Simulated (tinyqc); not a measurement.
Heavy doping: band filling, gap narrowing, band tails and the effective intrinsic density: one step, computed by the program tinyqc. Command: `OMP_NUM_THREADS=1 python tinyqc.py 3000457 3000458 out.jsonl gapnarrow walk`. One thread of a shared host (Intel(R) Xeon(R) Processor @ 2.30GHz), about 0.02 s of CPU time with the checks.

An n-type crystal above its Mott density, with all dopants ionised: n = N_D - N_A, ionised centres N_I = N_D + N_A. Valleys are taken as spherical with mass m_e.

Problem. Band filling. n = M_c (1/(2 pi^2)) (m_e/(hbar^2/2m_0))^(3/2) int sqrt(E (1 + aE)) (1 + 2 aE) f dE with a = (1 - m_e)^2/E_g, f = 1/(1 + exp((E - E_F)/k_B T)); trapezoid rule in t = sqrt(E/k_B T), step 0.02 up to 12; E_F by bisection from the band edge. At T = 0, E_F (1 + a E_F) = (hbar^2/2m_0) k_F^2/m_e; dn/dE_F uses f (1 - f)/k_B T in place of f.

Inputs (values chosen for the exercise, for a model semiconductor):
```
quantity           value  unit
gap E_g             2.51    eV
electron mass m_e  0.154   m_0
valleys M_c            1     -
temperature T        300     K
```

Conduction band: non-parabolic (Kane).

n = 4.76e+18 cm^-3

k_F = 0.05204064 1/angstrom

Constants: k_B = 8.617333262e-05 eV/K; hbar^2/(2 m_0) = 3.80998212 eV angstrom^2.

Give: E_F above the band edge; E_F at T = 0; E_F/k_B T; dn/dE_F.

Solution.

E_F above the band edge = 54.98 meV

E_F at T = 0 = 65.77 meV

E_F/k_B T = 2.127

dn/dE_F = 9.391e+19 cm^-3/eV
